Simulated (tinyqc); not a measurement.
Equilibrium crystal shape, supported particles, Gibbs-Thomson effect and coarsening: one step, computed by the program tinyqc.

A cubic crystal bounded by {100}, {110} and {111} facets only.

Question. The particle on a substrate. Winterbottom: the particle sits on its largest facet family, {111}, with energy gamma_f; the substrate plane cuts the shape at the distance lambda (gamma_f - W_a) below the centre. Height over that of the free particle at the same lambda = (2 gamma_f - W_a)/(2 gamma_f). An isotropic particle with gamma_mean has cos(theta) = W_a/gamma_mean - 1 (Young-Dupre); a film dewets into particles whenever W_a < 2 gamma.

Inputs (values chosen for the exercise, modelled on silver): work of adhesion W_a = 0.56 J/m^2.

gamma (J/m^2): (100) 0.938, (110) 1.010, (111) 0.888

gamma_mean = 0.9196044 J/m^2

Give: relative height; contact angle theta.

Answer.

relative height = 0.68468

contact angle theta = 113.02 degrees

W_a is below gamma_f: more than half of the shape shows.
